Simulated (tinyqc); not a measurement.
Inside a calculation: linear model of a band gap against the share of exact exchange. Values are carried at full precision from step to step, so a last printed digit may differ when a step is redone from the rounded ones.

E(alpha) = E0 + S alpha. A wider gap screens less, modelled in the Penn form eps(alpha) = 1 + (e0 - 1)(EP/(EP + S alpha))^2 with a scale EP chosen for the exercise. A dielectric-dependent hybrid takes alpha = 1/eps.

Inputs chosen for the exercise (of the order of those of diamond; not measured data):
- E0 = 4.21 eV (gap of the semi-local functional)
- S = 7.73 eV (slope dE/d(alpha))
- e0 = 6.38 (optical dielectric constant at alpha = 0)
- EP = 28.7 eV (energy scale of the screening)
- Et = 5.4 eV (target gap)
- a_start = 0.25 (starting alpha)
- fv = 0.5 (share of the opening taken by the valence edge)
- Ed = 3.12 eV (defect level above the semi-local valence top)
- cd = 0 (shift of the level per unit opening, on the scale of the mean potential)

## Fixed shares

Gap, error against the target and eps for alpha = 0, 0.25 and 1/e0; and the alpha that meets the target, (Et - E0)/S.

Results:
```
alpha   E (eV)  E - Et (eV)    eps
0.0000   4.210       -1.190  6.380
0.2500   6.143        0.743  5.723
0.1567   5.422        0.022  5.953
```

alpha for the target = 0.1539

A quarter of exact exchange overshoots the target by 0.74 eV: the material needs 0.154, and 1/e0 = 0.157 lies closer to it than 0.25 does.

## Self-consistent share

Iterate alpha -> 1/eps(alpha) seven times from a_start. The fixed point solves alpha eps(alpha) = 1; the contraction factor there is 2 (eps - 1) S/((EP + S alpha) eps^2).

Iterates:
```
step    alpha     eps  E (eV)
0     0.25000  5.7226  6.1425
1     0.17475  5.9072  5.5608
2     0.16928  5.9210  5.5186
3     0.16889  5.9220  5.5155
4     0.16886  5.9221  5.5153
5     0.16886  5.9221  5.5153
6     0.16886  5.9221  5.5153
7     0.16886  5.9221  5.5153
```

fixed point = 0.16886
contraction factor = 0.0723

The factor is positive, so the iterates approach from one side, the error shrinking to 0.07 of itself each step; the gap is within 0.01 eV of its limit from step 2. Self-consistency moves the gap by +0.094 eV against the one-shot choice 1/e0, since a wider gap screens less.

## Band edges and a deep level

The opening c = S alpha lowers the valence top by fv c and raises the conduction edge by (1 - fv) c, both against the mean potential; the level moves by cd c. Use the fixed point. Compare with stretching the level in proportion to the gap and with pinning it to either edge.

opening c = 1.305 eV

shifts of the valence and conduction edges (eV): -0.653  0.653

level above the valence top = 3.773 eV
level below the conduction edge = 1.743 eV

level above the valence top: stretched, tied to the valence edge, tied to the conduction edge (eV): 4.087  3.120  4.425

The three recipes err by +0.31, -0.65 and +0.65 eV against alignment through the mean potential. A localised level with cd = 0 stays put while the edges move away from it.

## Checks

- Fixed point by bisection against 60 substitutions: both 0.16886.

Program tinyqc; command `OMP_NUM_THREADS=1 python tinyqc.py 1850623 1850624 out.jsonl`; about 0.01 s on one thread of a shared Intel(R) Xeon(R) Processor @ 2.30GHz.
